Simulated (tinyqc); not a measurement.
Input admittance of a MOSFET at zero drain bias: distributed channel and distributed gate: one step of the calculation.

Source and drain grounded, strong inversion, w = 2 pi f, Cox = eps0 eox/tox. The channel is an RC line of resistance 1/(mu Cox Vo) per square fed from both ends, so one finger has the intrinsic admittance y = i w Cox L tanh(g)/g per width, g = (1/2) sqrt(i w tau), tau = L^2/(mu Vo). The vertical resistance rv/L is in series with y, the overlaps 2 i w Cov in parallel: y_t = 1/(1/y + rv/L) + 2 i w Cov. The gate strip is a line of Rsh/L per length loaded by y_t, so a finger has Y = y_t Wf tanh(k)/k, k = (Wf/sd) sqrt(y_t Rsh/L); the device has Nf Y.

Problem. Input impedance of the device. k and Y as defined; Z = 1/(Nf Y) = R + 1/(i w C); Q = |Im Z|/R; signal at the point farthest from a contact |1/cosh k|.

Inputs (values chosen for the exercise); values of the order met in silicon radio-frequency transistors:
```
symbol  value        unit                                        meaning
L       0.065          um                                 channel length
Wf          4          um                                   finger width
Nf          8                                          number of fingers
Rsh        20  ohm/square                   sheet resistance of the gate
sd          2              number of ends at which a finger is contacted
f          40         GHz                                      frequency
```

y_t = 13.26018+396.82153i uS/um

Wanted: k; Nf Y; R; C; Q; signal at the far point.

Solution.

k = 0.5025+0.4860i
Nf Y = 2.37+12.18i mS
R = 15.42 ohm
C = 50.32 fF
Q = 5.130
signal at the far point = 0.9730

Numbers from tinyqc (`OMP_NUM_THREADS=1 python tinyqc.py 2262229 2262230 out.jsonl`; about 0.01 s on one thread of a shared Intel Xeon 2.30GHz).
